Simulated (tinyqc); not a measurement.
Modulation-doped quantum well, Poisson-Schroedinger loop: two steps of the calculation.

A well of width L centred at z = 0 between barriers Vb; effective-mass electrons, parabolic bands. The electrons come from donor sheets outside the mesh, a share fL of Ns on the left and the rest on the right, so the structure is neutral. Energies are counted from the band edge of the well, with U = 0 on the first node in the Hartree part.

Inputs (values chosen for the exercise); material values close to those of GaAs in InGaP:

| symbol | value | unit | meaning |
|---|---|---|---|
| eps_r | 13.3 |  | relative permittivity (all layers) |
| hz | 0.86 | nm | mesh step |
| Ns | 2.2e11 | cm^-2 | sheet density of electrons |
| fL | 1 |  | share of the donors on the left side |
| a | 0.3 |  | mixing factor |

Constants: q = 1.602176634e-19 C, hbar = 1.054571817e-34 J s, m0 = 9.1093837015e-31 kg, eps0 = 8.8541878128e-14 F/cm where lengths are in cm, hbar^2/(2 m0) = 0.0380998212 eV nm^2. Results are converted to the units shown.

Problem 1. Levels and probability densities. Tridiagonal Hamiltonian with psi = 0 one step beyond both ends: H_ii = C (1/m_(i-1/2) + 1/m_(i+1/2))/hz^2 + V0_i + U_i, H_(i,i+1) = -C/(m_(i+1/2) hz^2), C = hbar^2/(2 m0). The lowest 2 level(s) are kept, normalised to hz sum |psi|^2 = 1.

fixed potential V0, node 1 to 14 (eV): [0.14800000, 0.14800000, 0.14800000, 0.00000000, 0.00000000, 0.00000000, 0.00000000, 0.00000000, 0.00000000, 0.00000000, 0.00000000, 0.14800000, 0.14800000, 0.14800000]
U after round 1, node 1 to 14 (in units of 1e-3 eV): [0.0000000, 0.7706089, 1.5334151, 2.2728749, 2.9585251, 3.5632866, 4.0649591, 4.4510792, 4.7216469, 4.8891256, 4.9757156, 5.0084961, 5.0179300, 5.0195613]
mass on the intervals 1/2, 3/2, ... (mean of both at an interface) (m0): [0.0926, 0.0926, 0.0926, 0.0788, 0.065, 0.065, 0.065, 0.065, 0.065, 0.065, 0.065, 0.0788, 0.0926, 0.0926, 0.0926]

Give: levels; |psi|^2 of E1; |psi|^2 of E2.

Solution 1.

levels (eV): E1 0.0479, E2 0.1778
|psi|^2 of E1, node 1 to 14 (1/nm): [0.0026, 0.0122, 0.0362, 0.0829, 0.1237, 0.1565, 0.1742, 0.1731, 0.1536, 0.1200, 0.0795, 0.0344, 0.0115, 0.0024]
|psi|^2 of E2, node 1 to 14 (1/nm): [0.0147, 0.0558, 0.1148, 0.1693, 0.1446, 0.0703, 0.0084, 0.0104, 0.0745, 0.1479, 0.1700, 0.1135, 0.0544, 0.0142]

Problem 2. Density, output potential and mixing. n_i = sum_k N_k |psi_k|^2 (converted to cm^-3). Hartree part by Gauss: on the interval after node i the enclosed sheet charge is S_i = fL Ns - hz sum_(j<=i) n_j, and U_(i+1) = U_i + q S_i hz/(eps0 eps_r) in eV, U_1 = 0. Mixing: U(new) = U + a (U(out) - U).

z, node 1 to 14 (nm): [-5.59, -4.73, -3.87, -3.01, -2.15, -1.29, -0.43, 0.43, 1.29, 2.15, 3.01, 3.87, 4.73, 5.59]
N_k (cm^-2): E1 2.2e11, E2 8.5205675e-21
U after round 1, node 1 to 14 (in units of 1e-3 eV): [0.0000000, 0.7706089, 1.5334151, 2.2728749, 2.9585251, 3.5632866, 4.0649591, 4.4510792, 4.7216469, 4.8891256, 4.9757156, 5.0084961, 5.0179300, 5.0195613]
|psi|^2 of E1, node 1 to 14 (1/nm): [0.00256963, 0.01221063, 0.03623038, 0.08286868, 0.12371607, 0.15653010, 0.17422068, 0.17310188, 0.15357677, 0.11996372, 0.07953400, 0.03440599, 0.01146856, 0.00239361]
|psi|^2 of E2, node 1 to 14 (1/nm): [0.01473158, 0.05581288, 0.11478318, 0.16926480, 0.14455605, 0.07028751, 0.00841750, 0.01035014, 0.07451075, 0.14790749, 0.16999444, 0.11350877, 0.05443103, 0.01423457]

Wanted: n; U(out); U after round 2.

Solution 2.

n, node 1 to 14 (in units of 1e17 cm^-3): [0.057, 0.269, 0.797, 1.823, 2.722, 3.444, 3.833, 3.808, 3.379, 2.639, 1.750, 0.757, 0.252, 0.053]
U(out), node 1 to 14 (eV): [0.00000, 0.00257, 0.00511, 0.00757, 0.00985, 0.01185, 0.01351, 0.01478, 0.01567, 0.01622, 0.01650, 0.01661, 0.01664, 0.01664]
U after round 2, node 1 to 14 (in units of 1e-3 eV): [0.000, 1.310, 2.606, 3.862, 5.026, 6.050, 6.898, 7.550, 8.006, 8.288, 8.433, 8.488, 8.504, 8.507]

Program tinyqc, `OMP_NUM_THREADS=1 python tinyqc.py 2140056 2140057 out.jsonl`; Intel Xeon 2.30GHz, shared host, one thread, about 0.2 s.
